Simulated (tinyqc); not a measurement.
Worked calculation: harmonic frequencies on the UHF/6-31g surface (energies and gradients from PySCF), for H2-, spin multiplicity 2. The basis has no diffuse functions, so it cannot describe the extra electron: this is an exercise in the method, not the real anion. Computed by tinyqc, a small Python program that keeps every step (integrals from PySCF). Settings: charge = -1, multiplicity = 2, basis = 6-31g, delta = 0.002. Command: `OMP_NUM_THREADS=1 python tinyqc.py 28455 28456 out.jsonl` (the two numbers bound the seeds that draw the settings). One thread of a shared host (Intel(R) Xeon(R) Processor @ 2.60GHz), about 1 s of CPU time with the checks.

## One row of the Hessian: 1Hz

optimised positions (bohr), order 1H, 2H:
```
[[0.0000, 0.0000, -0.8126],
 [0.0000, 0.0000, 2.1090]]
```

gradient at +delta (hartree/bohr), order 1H, 2H:
```
[[0.000000, 0.000000, 0.000065],
 [0.000000, 0.000000, -0.000065]]
```

gradient at -delta (hartree/bohr), order 1H, 2H:
```
[[0.000000, 0.000000, -0.000009],
 [0.000000, 0.000000, 0.000009]]
```

Displace 1Hz by +/-0.002 bohr; H(k, :) = (g(+) - g(-)) / (2 delta).

row of the Hessian (hartree/bohr^2): [0.000000, 0.000000, 0.018354, 0.000000, 0.000000, -0.018354]

## Hessian by finite differences

All rows are made in the same way, and the matrix is symmetrised.

Hessian (symmetrised) (hartree/bohr^2), order 1Hx, 1Hy, 1Hz, 2Hx, 2Hy, 2Hz:
```
[[-0.000010, 0.000000, 0.000000, 0.000010, 0.000000, 0.000000],
 [0.000000, -0.000010, 0.000000, 0.000000, 0.000010, 0.000000],
 [0.000000, 0.000000, 0.018354, 0.000000, 0.000000, -0.018354],
 [0.000010, 0.000000, 0.000000, -0.000010, 0.000000, 0.000000],
 [0.000000, 0.000010, 0.000000, 0.000000, -0.000010, 0.000000],
 [0.000000, 0.000000, -0.018354, 0.000000, 0.000000, 0.018354]]
```

## Normal modes

masses (u): [1.0078, 1.0078]

Diagonalise H_ij / sqrt(m_i m_j); the 5 smallest eigenvalues belong to translations and rotations; wavenumber = sqrt(eigenvalue / 1822.888) x 219474.63; each mode has its largest component positive (the first on a tie); zero-point energy = sum of wavenumbers / 2, with 349.755 1/cm per kcal/mol.

eigenvalues of the mass-weighted Hessian (hartree/(bohr^2 u)): [0.0000, 0.0000, 0.0000, 0.0000, 0.0000, 0.0364]

harmonic wavenumbers of the vibrations (1/cm): [981.0]

mass-weighted modes, order 1Hx, 1Hy, 1Hz, 2Hx, 2Hy, 2Hz:
```
[[0.0000],
 [0.0000],
 [0.7071],
 [0.0000],
 [0.0000],
 [-0.7071]]
```

zero-point energy = 1.4025 kcal/mol
